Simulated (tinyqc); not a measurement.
Surface segregation during layer-by-layer epitaxy: two-layer exchange kinetics and the shape of quantum wells and delta layers: one step, computed by the program tinyqc. Command: `OMP_NUM_THREADS=1 python tinyqc.py 3000467 3000468 out.jsonl mbeseg walk`. One thread of a shared host (Intel(R) Xeon(R) Processor @ 2.30GHz), about 0.01 s of CPU time with the checks.

Atoms A and B exchange only between the growing layer and the one below it. B is supplied for N layers, then pure A follows.

Task: Exchange rates. p1 = nu exp(-E1/(k_B T)) (B up, A down), p2 = nu exp(-(E1 + E_s)/(k_B T)) (B down); time per layer tau = 1/G; K = p1/p2. Temperatures in kelvin are T(C) + 273.15. Dilute equilibrium share passed up per layer R_eq = K/(1 + K).

Inputs (values chosen for the exercise, close to those used for antimony in silicon):

| quantity | value | unit |
|---|---|---|
| barrier E1 for B to move up | 1.83 | eV |
| segregation energy E_s | 0.65 | eV |
| attempt frequency nu | 1 | THz |
| growth rate G | 1.8 | layers/s |
| temperature T | 440 | C |

Constants: k_B = 8.617333262e-05 eV/K.

Give: p1; p2; p1 tau; K; R_eq.

Result:

p1 = 0.1168 1/s

p2 = 2.979e-06 1/s

p1 tau = 0.06490

K = 39219

R_eq = 1.0000

Exchange is slow against growth: segregation is kinetically frozen.
